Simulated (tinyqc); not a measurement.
# Floating body of a partially depleted SOI transistor: body voltage and kink, step by step

Program tinyqc, `OMP_NUM_THREADS=1 python tinyqc.py 2182029 2182030 out.jsonl`; Intel Xeon 2.30GHz, shared host, one thread, about 0.2 s. Printed values are rounded.

Source at 0 V. Channel current Ic = 2 nf K Vt^2 [F(0) - F(Vd)](1 + la Vd), F(V) = ln^2(1 + exp((Vg - VT - nf V)/(2 nf Vt))), VT = VT0 - gb Vb. Saturation voltage Vs = 2 Vt sqrt(F(0)) + 3 Vt, excess Ve = (Vd - Vs + sqrt((Vd - Vs)^2 + 0.0004 V^2))/2, multiplication M1 = Ai Ve exp(-Bl/Ve). Each junction passes D(v) = J1 (exp(v/Vt) - 1) + J2 (exp(v/(2 Vt)) - 1). Bipolar current Ib = bb J1 (exp(Vb/Vt) - 1). The body settles where M1 (Ic + Ib) = D(Vb) + D(Vb - Vd) + Vb/Rb; drain current Id = (1 + M1)(Ic + Ib) - D(Vb - Vd).

Parameters, values chosen for the exercise; values of the order met in partially depleted silicon-on-insulator transistors: temperature T = 358 K; threshold at zero body voltage VT0 = 0.47 V; fall of the threshold per volt of body voltage gb = 0.23; slope factor nf = 1.16; gain factor per width K = 200 uA/(V^2 um); channel-length modulation factor la = 0.09 1/V; impact-ionisation prefactor Ai = 2.46 1/V; impact-ionisation voltage Bl = 8.6 V; diffusion saturation current of each junction J1 = 6.9e-10 uA/um; recombination saturation current of each junction J2 = 1.1e-7 uA/um; gain of the lateral bipolar transistor on the diffusion current bb = 0.5; resistance of a weak body tie to the source (1e9 stands for no tie, and the term is then dropped) Rb = 1e9 kohm um; gate voltage Vg = 1.03 V; drain voltage Vd = 1.4 V.

Constants: q = 1.602176634e-19 C, kB = 1.380649e-23 J/K, Vt = kB T/q. Results are converted to the units shown.

Range of the model: The multiplication law is an empirical form chosen for the exercise; self-heating and capacitive coupling to the body are left out, and the linear laws are rough once Vb passes about 0.7 V or M1 about 0.1.

## Starting value

Vb = 0.52 V.

Vb at the start = 0.52 V

## Iteration 1: new Vb

Current into the body I_in = M1 (Ic + Ib) - D(Vb - Vd), current out I_out = D(Vb) + Vb/Rb; f = ln(I_in/I_out), s = df/dVb by central differences over 1e-5 V, Vb(new) = Vb - f/s.

Ic = 44.8326 uA/um
Ve = 0.721722 V
M1 = 1.18652e-5
I_in = 5.32142e-4 uA/um
I_out = 0.0149306 uA/um
f = -3.33426
s = -34.7340 1/V
Vb after iteration 1 = 0.424006 V

## Iteration 2: new Vb

As before.

Ic = 41.9672 uA/um
Ve = 0.740750 V
M1 = 1.65390e-5
I_in = 6.94211e-4 uA/um
I_out = 7.48468e-4 uA/um
f = -0.0752523
s = -32.7954 1/V
Vb after iteration 2 = 0.421711 V

## Course of the iteration

Stop when the step is below 1e-10 V, or after 40 iterations.

Course of the iteration:
```
iteration,Vb before the step (V),step (V)
1,0.52,-0.0960
2,0.424006,-2.29e-3
3,0.421711,-2.74e-6
4,0.421709,-3.98e-12
```

Converged in 4 iterations.

## Drain current with floating and with grounded body

converged Vb = 0.421709 V

Id and VT at the converged Vb, Id at Vb = 0, their ratio, and the bipolar share Ib/(Ic + Ib).

VT = 0.373007 V
Id, floating = 41.9008 uA/um
Id, grounded = 30.4458 uA/um
ratio = 1.37624
bipolar share = 7.11614e-4 %

The body rises to 0.422 V and lowers the threshold by 97.0 mV.
